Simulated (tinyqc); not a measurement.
Small-signal admittance of a forward-biased p+-n diode: two steps of the calculation.

Holes injected into a neutral base of width wb with an ohmic contact at its end; low injection, p0 far above the equilibrium density. A small voltage v exp(i w t), w = 2 pi f, modulates the edge density by p0 v/Vt, and the small-signal density obeys Dp d2p/dx2 = (1/tau + i w) p.

Values chosen for this exercise; permittivity close to that of germanium:
```
symbol,value,unit,meaning
T,275,K,temperature
eps_r,16,,relative permittivity
Nd,2.5e16,cm^-3,donor density of the base
Dp,22,cm^2/s,hole diffusion coefficient
tau,1e-8,s,hole lifetime
wb,0.94,um,width of the neutral base
p0,4.3e12,cm^-3,excess hole density at the junction edge
Na,5e19,cm^-3,acceptor density of the p+ side
f,5.5e7,Hz,signal frequency
```

Constants: q = 1.602176634e-19 C, kB = 1.380649e-23 J/K, Vt = kB T/q, eps0 = 8.8541878128e-14 F/cm where lengths are in cm. Results are converted to the units shown.

Question 1. Closed-form admittance. L = sqrt(Dp tau); direct current J = (q Dp p0/L) coth(wb/L); k = sqrt(1 + i w tau)/L; diffusion admittance Y = (q Dp p0/Vt) k coth(k wb) = G + i w C_diff; junction capacitance C_j = sqrt(q eps0 eps_r Nd/(2 Vr)) in the depletion approximation, with the remaining barrier Vr = Vt ln(Na/p0), a rough value under forward bias; base-width modulation is left out.

Wanted: L; J; k wb; Y; C_diff; C_j.

Answer 1.

L = 4.6904 um
J = 0.16339 A/cm^2
k wb = 0.30385+0.22839i
Y = 6.8978+0.3131i S/cm^2
C_diff = 9.0596e-4 uF/cm^2
C_j = 0.085785 uF/cm^2

G is 1.00 times its low-frequency value J/Vt, and C_diff is 0.0106 times C_j.

Question 2. The same by finite differences. 8 equal intervals, h = wb/8; u = small-signal density over its edge value, u_0 = 1, u_8 = 0; u_(i-1) + b u_i + u_(i+1) = 0 with b = -2 - h^2 (1/tau + i w)/Dp; Y = (q Dp p0/(Vt h)) (-b/2 - u_1), which includes the half box at the edge.

Find: b; u; Y on the mesh.

Answer 2.

b = -2.001-0.002i
u, node 1 to 7: 0.8736-0.0047i  0.7477-0.0075i  0.6223-0.0087i  0.4974-0.0086i  0.3727-0.0074i  0.2484-0.0054i  0.1241-0.0028i
Y on the mesh = 6.898+0.316i S/cm^2

Numbers from tinyqc (`OMP_NUM_THREADS=1 python tinyqc.py 2890124 2890125 out.jsonl`; about 0.01 s on one thread of a shared Intel Xeon 2.30GHz).
